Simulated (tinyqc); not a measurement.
## Stress and current directions compared

A cubic crystal with three pairs of conduction valleys along x, y and z; non-degenerate electrons, one relaxation time, masses unchanged. Stress s_ij = X a_i a_j with a the unit vector along the stress; strain e_ii = s11 s_ii + s12 (s_jj + s_kk), e_ij = s44 s_ij/2. Valley shift dE = Xu (n.e.n - trace(e)/3) with n the valley axis; share f proportional to exp(-dE/Vt). Inverse mass along the current d: (n.d)^2/ml + (1 - (n.d)^2)/mt; mu/mu0 = sum f (1/m) over the plain mean of 1/m. Rows: direction of the stress, of size |X|; columns: direction of the current and sign.

Values chosen for this exercise; values close to those of silicon:
```
symbol  value   unit                             meaning
T         300      K                         temperature
s11      7.55  1/TPa                          compliance
s12      -2.2  1/TPa                          compliance
s44      12.7  1/TPa                          compliance
Xu       8.99     eV         shear deformation potential
ml      0.913     m0                   longitudinal mass
mt      0.195     m0                     transverse mass
X         160    MPa  uniaxial stress (tension positive)
```

Constants: q = 1.602176634e-19 C, kB = 1.380649e-23 J/K, Vt = kB T/q. Results are converted to the units shown.

mu/mu0:

|  | I [100], tension | I [100], compression | I [110], tension | I [110], compression |
|---|---|---|---|---|
| [100] | 1.115 | 0.8624 | 1.029 | 0.9656 |
| [110] | 1.033 | 0.9694 | 1.033 | 0.9694 |
| [001] | 0.9424 | 1.069 | 0.9424 | 1.069 |
| [111] | 1.000 | 1.000 | 1.000 | 1.000 |

What do the numbers show?

The largest gain, 1.12, is for stress along [100], tension, current along [100]; the largest loss, 0.862, for [100], compression, current along [100]. Entries equal to one are cases in which the valleys are not split or have equal mass along the current.

tinyqc, about 0.01 s, one thread, Intel Xeon 2.30GHz (shared host): `OMP_NUM_THREADS=1 python tinyqc.py 2530165 2530166 out.jsonl`
